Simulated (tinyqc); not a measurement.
Precursor delivery and alloy composition in metal-organic vapour-phase epitaxy: one step, computed by the program tinyqc.

Carrier gas leaves each bubbler saturated. Group-III species cross a boundary layer and react at the surface; element 2 can also desorb. The film is (1)_(1-x) (2)_x V with a zinc-blende cell.

Question. Transport to the surface. Partial pressure p_i = p F_i/(44615 x total flow in slm); density n_i = p_i/(k_B T), 1 torr = 133.322 Pa; D = D0 (T/273.15)^1.75 (760/p), h = D/delta, the same for both; k_s = prefactor x exp(-energy/(k_B T)); arrival J_i = n_i/(1/h + 1/k_s); in layers per second g_i = J_i a^2/2 (two group-III sites per a^2 on (001)). Temperatures in kelvin are T(C) + 273.15.

Inputs (values chosen for the exercise, close to those used for InGaAs from TMGa and TMIn):
```
quantity,value,unit
source 1: bath temperature,-7,C
source 2: bath temperature,28,C
total flow,18,slm
reactor pressure p,200,torr
diffusivity D0 at 273.15 K and 760 torr,0.43,cm^2/s
boundary layer delta,1.4,cm
prefactor of the surface rate k_s,1.9e+13,cm/s
energy of k_s,1.81,eV
lattice constant a,5.75,angstrom
growth temperature T,580,C
```

molar flows (micromol/min): F1 59.30177, F2 13.81389

Constants: k_B = 1.380649e-23 J/K; k_B = 8.617333262e-05 eV/K.

Give: densities; h; k_s; arrival rates.

Answer.

densities (1/cm^3): n1 1.6716e+14, n2 3.8939e+13

h = 8.5648 cm/s

k_s = 386.02 cm/s

arrival rates (layers/s): g1 2.3154, g2 0.53936

Growth is transport-limited.
